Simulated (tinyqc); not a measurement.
Tunnel rates from the two plateau currents.

Question. With only the 0-1 transition of a spin-degenerate level in the bias window, I = 2 q G_in G_out/(2 G_in + G_out). Find GL and GR.

Constants: q = 1.602176634e-19 C. Results are converted to the units shown.

sizes of the plateau currents for electrons entering from the left and from the right (pA): 7.2531751  8.9693281

Answer. q/I(left) = 1/GR + 1/(2 GL) and q/I(right) = 1/GL + 1/(2 GR) are linear in 1/GL and 1/GR.

GL = 0.110 1/ns
GR = 0.0570 1/ns

Program tinyqc, `OMP_NUM_THREADS=1 python tinyqc.py 2780045 2780046 out.jsonl`; Intel Xeon 2.30GHz, shared host, one thread, about 0.01 s.
